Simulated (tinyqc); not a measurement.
Electromigration in a confined line: Blech product, Korhonen stress evolution and Black's law: one step, computed by the program tinyqc.

The electron wind pushes atoms from the cathode (x = 0) to the anode (x = L); blocking ends build a back stress (tension positive). The input rho is taken not to change with temperature. d sigma/dt = d/dx [kappa (d sigma/dx + G)], with zero flux at both ends and sigma = sigma_0 at t = 0.

Question. Extrapolation by Black's law. Median life t50 = A j^(-n) exp(E/(k_B T)); acceleration factor = t50(use)/t50(test) = (j/j_u)^n exp[(E/k_B)(1/T_u - 1/T)]. Temperatures in kelvin are T(C) + 273.15.

Inputs (values chosen for the exercise, close to those used for copper lines):
```
quantity,value,unit
activation energy E,0.9,eV
current density j,1.1,MA/cm^2
test temperature T,210,C
use temperature T_u,110,C
use current density j_u,0.67,MA/cm^2
current exponent n,1.5,-
```

Start: thermal stress.

Constants: k_B = 8.617333262e-05 eV/K.

Give: current factor; temperature factor; acceleration factor.

Answer.

current factor = 2.104

temperature factor = 282.0

acceleration factor = 593.2
